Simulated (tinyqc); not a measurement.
Longitudinal sound in a periodic multilayer: transfer matrices, stop bands and folded phonons. From Bragg frequency f_B back to velocity v_2. Computed by tinyqc, a small Python program. Command: `OMP_NUM_THREADS=1 python tinyqc.py 3012223 3012224 out.jsonl multilayer inv`. One thread of a shared host (Intel(R) Xeon(R) Processor @ 2.30GHz), about 0.01 s of CPU time with the checks.

Layers 1 and 2 repeat with period d = d_1 + d_2; waves travel normal to the layers, without loss. State vector (u, s): displacement u and stress divided by omega. Impedances Z = rho v are in 1e6 kg/(m^2 s).

Inputs (values chosen for the exercise, modelled on silica (layer 1), platinum (layer 2) and gallium arsenide (substrate)): density rho_1 = 2.24 g/cm^3; velocity v_1 = 5950 m/s; thickness d_1 = 219 nm; density rho_2 = 21.8 g/cm^3; thickness d_2 = 150 nm; substrate density = 5.38 g/cm^3; substrate velocity = 4660 m/s.

Method. Z = rho v; interface reflection r = (Z_2 - Z_1)/(Z_2 + Z_1) (stress amplitude, from 1 into 2); Bragg frequency f_B = 1/[2 (d_1/v_1 + d_2/v_2)]; long-wave velocity v_eff = d/sqrt[(d_1/v_1)^2 + (d_2/v_2)^2 + (Z_1/Z_2 + Z_2/Z_1)(d_1/v_1)(d_2/v_2)].

Problem. A run gave the result below. Find the velocity v_2, known to lie between 2800 and 4600 m/s.

Bragg frequency f_B = 6.421979 GHz

Solution.

Each step takes the trial c = (a f_b - b f_a)/(f_b - f_a), f being the result less the target and a, b, c the logarithms of the listed values; c replaces end b, the old b replaces a if the sign of f changed, and otherwise f_a is halved.

Scan of the range:
```
velocity v_2 (m/s)  Bragg frequency f_B (GHz)
2800                                  5.53231
3040                                  5.80391
3300                                  6.07819
3590                                  6.36218
3900                                  6.64291
4230                                  6.91872
4600                                  7.20301
```

False position (Illinois rule, in the logarithm of the input) inside the bracket:
```
step    end a    end b    trial  Bragg frequency f_B (GHz)
1     3590.00  3900.00  3653.90                    6.42189
2     3900.00  3653.90  3654.00                    6.42198
3     3900.00  3654.00  3654.00                    6.42198
4     3654.00  3654.00  3654.00                    6.42198
```

Bragg frequency f_B rises at every point of a 13-point scan of the range (every second point is shown), so one value fits; it is bracketed by 3590 and 3900. Answer: velocity v_2 = 3654 m/s.
